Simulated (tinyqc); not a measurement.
Coverage against grain size: equilibrium and kinetic segregation of a solute to boundaries and growing surfaces. Computed by tinyqc, a small Python program. Command: `OMP_NUM_THREADS=1 python tinyqc.py 3025884 3025885 out.jsonl segreg walk`. One thread of a shared host (Intel(R) Xeon(R) Processor @ 2.30GHz), about 0.01 s of CPU time with the checks.

Inputs (values chosen for the exercise, for a model alloy): segregation energy Q = 0.696 eV; interaction z w (positive attracts) = -0.13 eV; total solute fraction x0 = 0.00022; temperature T = 1250 K; boundary thickness delta = 0.43 nm.

Isotherm: Fowler-Guggenheim.

Constants: k_B = 8.617333262e-05 eV/K.

Method. With theta the solute fraction on boundary sites and x that in the grains, theta/(1 - theta) = [x/(1 - x)] exp[(Q + z w theta)/(k_B T)]. Finite grains: boundary sites are the fraction f = 3 delta/d, and x0 = (1 - f) x + f theta; solve both equations for theta; share at boundaries = f theta/x0.

At T:
```
d (nm)     theta  x in the grains  share at boundaries (%)
15      0.002516       3.9536e-06                   98.357
30      0.004943       7.8080e-06                   96.604
60      0.009540       1.5224e-05                   93.229
120     0.017802       2.8937e-05                   86.988
250     0.032211       5.4068e-05                   75.550
500     0.050857       8.9019e-05                   59.641
1000    0.070556       1.2915e-04                   41.372
5000    0.099398       1.9441e-04                   11.657
```

What does the comparison show, and why?

From the largest grains to the smallest the share at boundaries rises from 12 to 98 %, and x/x0 falls to 0.018. In the dilute limit x/x0 = 1/(1 - f + f exp(Q/(k_B T))), which gives 0.018 at 15 nm.

Extremes, crossings and ranges named in words are read from the listed rows.
